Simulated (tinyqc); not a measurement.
Inside a calculation. Method: LDA (PW92) atom on a uniform radial grid, spin-unpolarised, for N(2+). Computed by tinyqc, a small Python program that keeps every step. Settings: Z = 7, points = 128, R = 6.3, functional = lda,pw, mixing = 0.2, iteration cap = 71. Command: `OMP_NUM_THREADS=1 python tinyqc.py 26570 26571 out.jsonl` (the two numbers bound the seeds that draw the settings). One thread of a shared host (Intel(R) Xeon(R) Processor @ 2.60GHz), about 0.4 s of CPU time with the checks.

Spherical atom on a uniform radial grid r_j = j h with h = R/(N + 1), h sum u^2 = 1 and integrals as h times sums, u(0) = u(R) = 0 (atomic units):
```
parameter           value
Z                       7
points N              128
R                6.300000
h                0.048837
mixing           0.200000
electrons in 1s         2
electrons in 2s         2
electrons in 2p         1
```

Three-point differences turn -u''/2 + [l(l+1)/2r^2 - Z/r + V] u = e u into a tridiagonal matrix (diagonal 1/h^2 + potential, off-diagonal -1/2h^2). D = sum f u^2; the Hartree potential y/r solves y'' = -D/r with y(0) = 0, y(R) = N_e; v_xc comes from rho = D/(4 pi r^2); E = sum f e - int D V + int D (V_H/2 + eps_xc); V(new) = V + mixing (V_H + v_xc - V).

Stop when input and output potentials agree to 1e-7.

Course of the cycle (hartree):
```
iteration            E      e(1s)     e(2s)     e(2p)  largest |V(out) - V(in)|
1          -49.2245403  -23.82318  -6.08090  -6.14018                  1.35e+01
2          -49.9004726  -21.70880  -5.04936  -4.97277                  1.04e+01
3          -50.3444716  -20.08458  -4.27062  -4.09964                  7.92e+00
4          -50.6307152  -18.83952  -3.68115  -3.44511                  6.05e+00
5          -50.8119358  -17.88709  -3.23373  -2.95311                  4.61e+00
6          -50.9246970  -17.15997  -2.89328  -2.58218                  3.50e+00
7          -50.9937335  -16.60588  -2.63361  -2.30168                  2.65e+00
8          -51.0353781  -16.18433  -2.43514  -2.08892                  2.01e+00
9          -51.0601684  -15.86406  -2.28316  -1.92711                  1.52e+00
10         -51.0747553  -15.62101  -2.16657  -1.80373                  1.15e+00
11         -51.0832538  -15.43671  -2.07701  -1.70943                  8.67e-01
...                ...        ...       ...       ...                       ...
61         -51.0946896  -14.85882  -1.77295  -1.39409                  2.34e-06
62         -51.0946896  -14.85882  -1.77295  -1.39409                  1.87e-06
63         -51.0946896  -14.85882  -1.77295  -1.39409                  1.49e-06
64         -51.0946896  -14.85882  -1.77295  -1.39409                  1.19e-06
65         -51.0946896  -14.85882  -1.77295  -1.39409                  9.49e-07
66         -51.0946896  -14.85882  -1.77295  -1.39409                  7.57e-07
67         -51.0946896  -14.85882  -1.77295  -1.39409                  6.04e-07
68         -51.0946896  -14.85882  -1.77295  -1.39409                  4.82e-07
69         -51.0946896  -14.85882  -1.77295  -1.39409                  3.85e-07
70         -51.0946896  -14.85882  -1.77295  -1.39409                  3.07e-07
71         -51.0946896  -14.85882  -1.77295  -1.39409                  2.45e-07
```

Can the last value be used, and what does the course show?

Not by the stop rule, although the second column moves by less than 1e-07 over the last three steps; and the uniform grid itself carries an error of order h^2 at the cusp, far above the threshold. Not converged within 71 iterations: the residual falls steadily but slowly, by a factor of about 0.80 a step. Reruns (cap 100 unless said): mixing 0.3: converged in 48; mixing 0.6: converged in 19; the original settings with a cap of 400: converged in 75. Even converged, this uniform grid resolves the cusp poorly and misses the energy of the atom.
